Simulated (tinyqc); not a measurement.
# Changing the finger pitch s

Model: self-heating of a transistor with one or more fingers, with temperature-dependent conductivity. Computed by tinyqc, a small Python program. Command: `OMP_NUM_THREADS=1 python tinyqc.py 3022255 3022256 out.jsonl selfheat sweep`. One thread of a shared host (Intel(R) Xeon(R) Processor @ 2.30GHz), about 0.1 s of CPU time with the checks.

N long parallel fingers lie on the top face of a slab whose bottom is held at T_0; the top is otherwise insulated, and heat flows in two dimensions. P in W/mm is 1000 P in W/m.

Inputs (values chosen for the exercise, modelled on gallium oxide):
```
quantity                                      value        unit
conductivity at the base temperature kappa_0   20.8     W/(m K)
exponent m in kappa ~ T^-m                     1.12           -
base temperature T_0                            300           K
power per gate width P                          0.5        W/mm
fingers N                                         2           -
width of the heat source w                      1.5  micrometre
substrate thickness t                           270  micrometre
```

Power: power rises with temperature.

Method:
- A line source of power P on the top face raises the top at distance x by (P/(pi kappa_0)) g(x), g(x) = -ln tanh(pi x/(4 t)) (the image sum for the slab). On a strip of width w the centre sees the mean of g over the strip, g_0 = 1 + ln(8 t/(pi w)) for w much below t.
- theta_i = (P/(pi kappa_0)) [g_0 + sum over j != i of g(|i - j| s)], with equal powers and constant conductivity; thermal resistance = largest theta/P.
- Kirchhoff transformation for kappa = kappa_0 (T/T_0)^-m: T = T_0 [1 - (m - 1) theta/T_0]^(-1/(m - 1)), where theta is the linear rise.
- The bracket vanishes at the power P T_0/((m - 1) theta).

One run for each value:
```
finger pitch s (micrometre)  thermal resistance (K mm/W)  true rise (K)  peak temperature (K)
4.0                                               177.23         105.26                405.26
6.9                                               168.89          99.47                399.47
12.0                                              160.43          93.68                393.68
20.0                                              152.62          88.43                388.43
35.0                                              144.09          82.78                382.78
59.0                                              136.20          77.63                377.63
100.0                                             128.40          72.63                372.63
170.0                                             121.03          67.97                367.97
300.0                                             114.48          63.87                363.87
```

Describe and explain the trends.

Over the rows, thermal resistance (K mm/W) falls from 177 to 114 (exponent d ln y / d ln x -0.088 between the first rows and -0.098 between the last); true rise (K) falls from 105 to 63.9 (exponent d ln y / d ln x -0.10 between the first rows and -0.11 between the last); peak temperature (K) falls from 405 to 364 (exponent d ln y / d ln x -0.026 between the first rows and -0.020 between the last). Coupling dies exponentially once the pitch passes about the thickness, 270 micrometre.

Extremes, crossings and ranges named in words are read from the listed rows.
